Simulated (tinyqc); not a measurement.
MOSFET in the linear regime without short-channel effects, parameter extraction from computed curves: two steps of the calculation.

Inversion charge Q = Cox n Vt W0(exp((Vg - VT)/(n Vt))), W0 the Lambert function and n = nf; u = Q/Cox; mobility mu = mu0/(1 + th1 u + th2 u^2); channel resistance Rch = (L - dL)/(W mu Q); Id = Vd/(Rch + Rsd/W). Cox = eps0 eox/tox. Small Vd, no channel-length or drain effects.

Parameters, values chosen for the exercise; channel values of the order met in silicon transistors:
```
symbol  value        unit                                                                 meaning
eox       3.9              relative permittivity of the gate insulator (close to silicon dioxide)
tox       1.5          nm                                                     insulator thickness
mu0       200  cm^2/(V s)                                                      low-field mobility
th2         0       1/V^2                                      second mobility attenuation factor
VT       0.32           V                                                       threshold voltage
W         0.5          um                                                              gate width
L       0.089          um                                                       drawn gate length
dL       0.01          um                                             drawn less effective length
Vd      0.025           V                                                           drain voltage
```

Constants: eps0 = 8.8541878128e-14 F/cm where lengths are in cm. Results are converted to the units shown.

Question 1. Threshold and mobility at the peak transconductance. gm_i = (Id_(i+1) - Id_(i-1))/(Vg_(i+1) - Vg_(i-1)); at the point j of largest gm the tangent meets the axis at V_ext = Vg_j - Id_j/gm_j; field-effect mobility gm_j L/(W Cox Vd) with the drawn L.

Vg, point 0 to 10 (V): [0.12, 0.22, 0.32, 0.42, 0.52, 0.62, 0.72, 0.82, 0.92, 1.02, 1.12]
Id, point 0 to 10 (uA): [5.3667896e-4, 0.030486820, 0.97925659, 4.4108806, 7.8216565, 10.471686, 12.495225, 14.066917, 15.314421, 16.325027, 17.158588]

Find: gm; j; V_ext; field-effect mobility.

Answer 1.

gm, point 1 to 9 (uS): [4.8936, 21.902, 34.212, 30.304, 23.368, 17.976, 14.096, 11.291, 9.2208]
j = 3
V_ext = 0.29107 V
field-effect mobility = 105.81 cm^2/(V s)

V_ext is 29 mV below the model VT, and the mobility so found is 53 % below mu0 L/(L - dL) = 225 cm^2/(V s), the value for the drawn L; attenuation, series resistance and the slow approach of Q to a straight line all lower the peak gm.

Question 2. The Y function. Y_i = Id_i/sqrt(gm_i). For Id = beta Vd x/(1 + th x), x = Vg - VT, Y = sqrt(beta Vd) x whatever th. Slope s from points 6 and 9; VT_Y = Vg - Y/s at point 9; beta = s^2/Vd; mobility beta L/(W Cox) with the drawn L; th* = (beta Vd x/Id - 1)/x at point 9.

Vg, point 0 to 10 (V): [0.12, 0.22, 0.32, 0.42, 0.52, 0.62, 0.72, 0.82, 0.92, 1.02, 1.12]
Id, point 0 to 10 (uA): [5.3667896e-4, 0.030486820, 0.97925659, 4.4108806, 7.8216565, 10.471686, 12.495225, 14.066917, 15.314421, 16.325027, 17.158588]
gm, point 1 to 9 (uS): [4.8935995, 21.901969, 34.212000, 30.304027, 23.367842, 17.976155, 14.095982, 11.290553, 9.2208353]

Give: Y; s; VT_Y; beta; mobility from Y; th*.

Answer 2.

Y, point 1 to 9 (uA^0.5 V^0.5): [0.01378, 0.2092, 0.7541, 1.421, 2.166, 2.947, 3.747, 4.558, 5.376]
s = 8.097 uA^0.5 V^-0.5
VT_Y = 0.3560 V
beta = 2622 uA/V^2
mobility from Y = 202.8 cm^2/(V s)
th* = 2.510 1/V

The mobility from Y is 10 % below mu0 L/(L - dL) = 225 cm^2/(V s), which it should reach in deep inversion when th2 = 0.

Computed by the program tinyqc: `OMP_NUM_THREADS=1 python tinyqc.py 2210078 2210079 out.jsonl`, one thread of a shared Intel Xeon 2.30GHz, about 0.01 s for the whole run.
